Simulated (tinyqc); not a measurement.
# Carrier lifetime of an n-type layer with SRH, radiative, Auger and surface recombination: lifetime against injection

Uniform excess density dn = dp (no trapping), n = n0 + dn, p = p0 + dn, Boltzmann statistics, full ionisation. Surfaces enter as a rate 2 S dn/d, which holds while diffusion to them is fast.

ni = sqrt(Nc Nv) exp(-Eg/(2 Vt)), Eg in volts; majority density N/2 + sqrt(N^2/4 + ni^2), n0 p0 = ni^2; n1 = Nc exp(-Et/Vt), p1 = Nv exp((Et - Eg)/Vt); tn0 = 1/(sn vth Nt), tp0 = 1/(sp vth Nt). With e = n p - ni^2 = dn (n0 + p0 + dn): U_SRH = e/(tp0 (n + n1) + tn0 (p + p1)), U_rad = B e, U_Aug = (Cn n + Cp p) e, U_s = 2 S dn/d. Each tau is dn over its rate; tau = dn/U with U the sum.

Values chosen for this exercise; band and dielectric values those of a made-up semiconductor: temperature T = 300 K; band gap Eg = 0.975 eV; conduction-band density of states at T Nc = 3.41e19 cm^-3; valence-band density of states at T Nv = 3.37e19 cm^-3; radiative coefficient B = 3.86e-15 cm^3/s; donor density N = 1.9e14 cm^-3; Auger coefficient (two electrons) Cn = 5.4e-31 cm^6/s; Auger coefficient (two holes) Cp = 2.6e-31 cm^6/s; trap density Nt = 2.5e10 cm^-3; capture cross-section for electrons sn = 3e-17 cm^2; capture cross-section for holes sp = 7e-16 cm^2; thermal velocity (both carriers) vth = 1.3e7 cm/s; trap level below the conduction band Et = 0.83 eV; surface recombination velocity (both faces) S = 0 cm/s; sample thickness d = 200 um.

Constants: q = 1.602176634e-19 C, kB = 1.380649e-23 J/K, Vt = kB T/q. Results are converted to the units shown.

Lifetime against injection:

| dn (cm^-3) | tau_SRH (s) | tau_rad (s) | tau_Aug (s) | tau (s) | radiative share (%) | largest path |
|---|---|---|---|---|---|---|
| 1e11 | 66.65 | 1.363 | 51.23 | 1.302 | 95.51 | radiative |
| 1e12 | 66.33 | 1.356 | 50.63 | 1.295 | 95.49 | radiative |
| 1e13 | 63.35 | 1.295 | 45.21 | 1.235 | 95.32 | radiative |
| 1e14 | 43.72 | 0.8933 | 18.88 | 0.8367 | 93.66 | radiative |
| 1e15 | 10.74 | 0.2177 | 0.9310 | 0.1736 | 79.74 | radiative |
| 1e16 | 1.348 | 0.02542 | 0.01211 | 0.008154 | 32.07 | Auger |
| 1e17 | 0.2332 | 0.002586 | 1.246e-4 | 1.188e-4 | 4.595 | Auger |
| 1e18 | 0.1196 | 2.590e-4 | 1.250e-6 | 1.244e-6 | 0.4801 | Auger |
| 1e19 | 0.1082 | 2.591e-5 | 1.250e-8 | 1.249e-8 | 0.04823 | Auger |

Radiative recombination leads at dn = 1e11, Auger from 1e16 on. The total lifetime falls from 1.30 to 1.25e-8 s. tau_SRH goes from 66.6 s (low-injection limit 66.7 s) to 0.108 s (high-injection limit tn0 + tp0 = 0.107 s). Between the last two rows tau_rad goes as dn^(-1.00) and tau_Aug as dn^(-2.00); the radiative share falls from 95.5 to 0.0482 %.

Computed by the program tinyqc: `OMP_NUM_THREADS=1 python tinyqc.py 2300110 2300111 out.jsonl`, one thread of a shared Intel Xeon 2.30GHz, about 0.01 s for the whole run.
